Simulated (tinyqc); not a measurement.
Inside a calculation. Method: extended Hueckel theory, for H4. Computed by tinyqc, a small Python program that keeps every step (integrals from PySCF). Settings: charge = 0, K = 1.75, weighted = 1, multiplicity = 1. Command: `OMP_NUM_THREADS=1 python tinyqc.py 27417 27418 out.jsonl` (the two numbers bound the seeds that draw the settings). One thread of a shared host (Intel(R) Xeon(R) Processor @ 2.60GHz), about 0.01 s of CPU time with the checks.

## Overlaps

Geometry (angstrom):

| atom | x | y | z |
|---|---|---|---|
| H | 0.00000 | 0.00000 | 0.00000 |
| H | 0.00000 | 0.00000 | 0.77700 |
| H | 0.00000 | 0.98100 | 0.00000 |
| H | 0.00000 | 0.98100 | 0.77700 |

Parameters chosen for this run:

| element | shell | Slater exponent | H_ii (eV) |
|---|---|---|---|
| H | 1s | 1.30000 | -13.60000 |

Slater orbitals, each expanded in six Gaussians scaled to its exponent.

overlap S:
```
         1H 1s    2H 1s    3H 1s    4H 1s
1H 1s  1.00000  0.61131  0.48016  0.33393
2H 1s  0.61131  1.00000  0.33393  0.48016
3H 1s  0.48016  0.33393  1.00000  0.61131
4H 1s  0.33393  0.48016  0.61131  1.00000
```

## Wolfsberg-Helmholz matrix

diagonal H_ii (eV): 1H 1s -13.60000, 2H 1s -13.60000, 3H 1s -13.60000, 4H 1s -13.60000

K = 1.75000

H_ij = K' S_ij (H_ii + H_jj)/2 for i != j (the diagonal keeps H_ii), with K' = K + D^2 + D^4 (1 - K), D = (H_ii - H_jj)/(H_ii + H_jj), K = 1.75.

H (eV):
```
           1H 1s      2H 1s      3H 1s      4H 1s
1H 1s  -13.60000  -14.54921  -11.42790   -7.94758
2H 1s  -14.54921  -13.60000   -7.94758  -11.42790
3H 1s  -11.42790   -7.94758  -13.60000  -14.54921
4H 1s   -7.94758  -11.42790  -14.54921  -13.60000
```

## Orbitals

valence electrons = 4

Solve H C = S C e through S^(-1/2); fill by pairs from the bottom, a degenerate level sharing its electrons equally; each orbital has its largest coefficient positive (the first on a tie).

orbital energies (eV): -19.59452  -11.00546  -4.73175  18.26936

occupations: 2.00000  2.00000  0.00000  0.00000

coefficients:
```
           MO1       MO2       MO3       MO4
1H 1s  0.32105   0.55999   0.68364   1.01544
2H 1s  0.32105   0.55999  -0.68364  -1.01544
3H 1s  0.32105  -0.55999   0.68364  -1.01544
4H 1s  0.32105  -0.55999  -0.68364   1.01544
```

sum of one-electron energies = -61.19997 eV

## Mulliken analysis

P = C n C^T; charge = valence electrons (H 1) minus the sum of (P S)_ii on the atom; overlap population = 2 sum P_ij S_ij between two atoms.

charges: 1H 0.00000, 2H 0.00000, 3H 0.00000, 4H 0.00000

Overlap populations:

| pair | value |
|---|---|
| 2-1 | 1.018853 |
| 3-1 | -0.404329 |
| 3-2 | -0.281192 |
| 4-1 | -0.281192 |
| 4-2 | -0.404329 |
| 4-3 | 1.018853 |
